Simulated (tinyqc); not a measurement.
Inside a calculation. Model: donor in an ellipsoidal valley (Kohn-Luttinger variational method). Computed by tinyqc, a small Python program that keeps every step. Command: `OMP_NUM_THREADS=1 python tinyqc.py 3006421 3006422 out.jsonl kohnlutt walk`. One thread of a shared host (Intel(R) Xeon(R) Processor @ 2.30GHz), about 0.03 s of CPU time with the checks. Intermediate numbers are printed to about 6 digits and carried at full precision; extremes and crossings named in words are read from the listed rows.

H = -(d^2/dx^2 + d^2/dy^2) - gamma d^2/dz^2 - 2/r in units built on m_t, with gamma = m_t/m_l and z along the valley axis. One valley; no valley-orbit or central-cell term.

Inputs (values chosen for the exercise, modelled on GaP):
```
quantity                      value  unit
transverse mass m_t           0.243   m_0
longitudinal mass m_l          1.23   m_0
dielectric constant eps        11.2     -
trial ratio b/a                0.86     -
observed depth chosen for 1s   70.9   meV
```

Constants: Ry = 13.605693123 eV; a_0 = 0.529177210903 angstrom; h x 1 THz = 4.135667696 meV.

## Effective units

Ry* = Ry m_t/eps^2, a* = a_0 eps/m_t, gamma = m_t/m_l.

Ry* = 26.3567 meV

a* = 24.3901 angstrom

gamma = 0.197561

## Energy at a trial ratio

Trial function exp(-sqrt((x^2 + y^2)/a^2 + z^2/b^2)) with beta = b/a < 1: E = t/a^2 - u/a, t = (2 + gamma/beta^2)/3, u = 2 arcsin(sqrt(1 - beta^2))/sqrt(1 - beta^2); the best a is 2 t/u and E(beta) = -u^2/(4 t).

t = 0.755706

u = 2.09889

best a = 0.720099 a*

E(beta) = -1.45736 Ry*

## Minimum over the ratio

Golden-section search on beta from 0.05 to 0.999, 60 steps.

Search, first ten steps; c and d are the inner points:
```
step       low      high         c  E(c) (Ry*)         d  E(d) (Ry*)
1     0.050000  0.999000  0.412486    -1.50090  0.636514    -1.57293
2     0.412486  0.999000  0.636514    -1.57293  0.774971    -1.50940
3     0.412486  0.774971  0.550943    -1.58394  0.636514    -1.57293
4     0.412486  0.636514  0.498057    -1.57127  0.550943    -1.58394
5     0.498057  0.636514  0.550943    -1.58394  0.583628    -1.58352
6     0.498057  0.583628  0.530742    -1.58126  0.550943    -1.58394
7     0.530742  0.583628  0.550943    -1.58394  0.563428    -1.58442
8     0.550943  0.583628  0.563428    -1.58442  0.571144    -1.58431
9     0.550943  0.571144  0.558659    -1.58433  0.563428    -1.58442
10    0.558659  0.571144  0.563428    -1.58442  0.566375    -1.58441
```

best beta = 0.564499

radius a of the 1s trial function = 18.1078 angstrom

radius b of the 1s trial function = 10.2218 angstrom

1s binding energy, trial function = 41.7602 meV

The envelope is flattened along the heavy axis; beta is close to gamma^(1/3) = 0.582.

## Levels from a Gaussian basis

Gaussian basis: g = P exp(-al (x^2 + y^2) - be z^2) with P = 1 (s-like), z (2p0) or x (2p+-); al = 0.004 x 2.6^k, k = 0..11, and be/al = 1, gamma^(-1/2) or 1/gamma (36 functions); 1/r = (2/sqrt(pi)) int exp(-t^2 r^2) dt by 48 Gauss-Legendre points after t = sqrt(al_i + al_j) tan(theta); overlap eigenvalues below 1e-10 are dropped.

1s binding energy, Gaussian basis = 41.8204 meV

2p0 binding energy = 15.5475 meV

2p+- binding energy = 8.51270 meV

The two-parameter trial function recovers 99.86 % of the 1s binding of the larger basis. 2p0, with its lobes along the heavy axis, is bound 1.83 times as strongly as 2p+-.

## Optical lines and the chemical shift

With an observed depth of 1s, the lines are 1s -> 2p0 = depth - E(2p0) and 1s -> 2p+- = depth - E(2p+-); the chemical shift is depth - E(1s, Gaussian basis); 1 meV = 1 THz/4.135667696.

line 1s -> 2p0 = 55.3525 meV

line 1s -> 2p+- = 62.3873 meV

chemical shift = 29.0796 meV

frequency of the line 1s -> 2p+- = 15.0852 THz

The spacing of the two lines, 7.035 meV, does not depend on the depth, so it is the same for every donor in this host.

## Which single mass stands for the valley

A hydrogenic level is Ry m/eps^2 for one mass m; errors are against the Gaussian basis.

1s binding energy:
```
rule                                      mass (m_0)  binding (meV)  error (%)
transverse mass                              0.24300         26.357    -36.976
conductivity mass 3/(2/m_t + 1/m_l)          0.33173         35.981    -13.963
density-of-states mass (m_t^2 m_l)^(1/3)     0.41723         45.254      8.210
longitudinal mass                            1.23000        133.410    219.008
trial function with a and b                        -         41.760     -0.144
mass that fits 1s                            0.38557         41.820      0.000
```

The conductivity mass, which is what a spherical trial function (a = b) gives, falls short by 14.0 %, as a restricted variational bound must; the density-of-states mass is off by +8.2 %. The mass that fits lies between the two.

## Levels against anisotropy

The trial energy is minimised over beta by golden section from 0.05 to 0.999, 60 steps.

Binding energies (Ry*):
```
gamma  1s, trial  1s, Gaussians      2p0      2p+-
0.049    2.09676        2.10862  1.03125  0.368952
0.099    1.84239        1.84825  0.79370  0.347838
0.200    1.57982        1.58206  0.58657  0.322503
0.300    1.42834        1.42940  0.48335  0.306003
0.340    1.38196        1.38277  0.45401  0.300644
0.590    1.18191        1.18204  0.33899  0.275674
0.850    1.05478        1.05477  0.27529  0.258058
```

As gamma falls from 0.85 to 0.049, 1s deepens from 1.055 to 2.109 Ry*, on the way from the hydrogen value 1 to the two-dimensional limit 4; 2p+- moves from 0.258 to 0.369 (limits 1/4 and 4/9), while 2p0 climbs from 0.275 to 1.031 and joins 1s as gamma tends to 0. Near gamma = 1 the trial function is almost exact and can pass the Gaussian basis, whose own error is about 3e-5 Ry*.

Checks made by the program: the Gaussian basis at gamma = 1 against 1, 1/4 and 1/4 Ry* (relative difference 3e-05); trial function against Gaussian basis (relative difference 1e-03).
